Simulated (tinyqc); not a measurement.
Inside a calculation. Method: G0W0 on RHF in the sto-6g basis, for H3+, spin multiplicity 1. One step of it, computed by the program tinyqc.

Question. Orthogonalisation. S = U s U^T; symmetric (Loewdin) form X = U s^(-1/2) U^T, so that X^T S X = 1.

overlap S, order 1H 1s, 2H 1s, 3H 1s:
```
[[1.000000, 0.571628, 0.572060],
 [0.571628, 1.000000, 0.571745],
 [0.572060, 0.571745, 1.000000]]
```

Give: eigenvalues of S; X.

Answer.

eigenvalues of S: [0.4279, 0.4284, 2.1436]

X, order 1H 1s, 2H 1s, 3H 1s:
```
[[1.2465, -0.2815, -0.2821],
 [-0.2815, 1.2463, -0.2816],
 [-0.2821, -0.2816, 1.2466]]
```
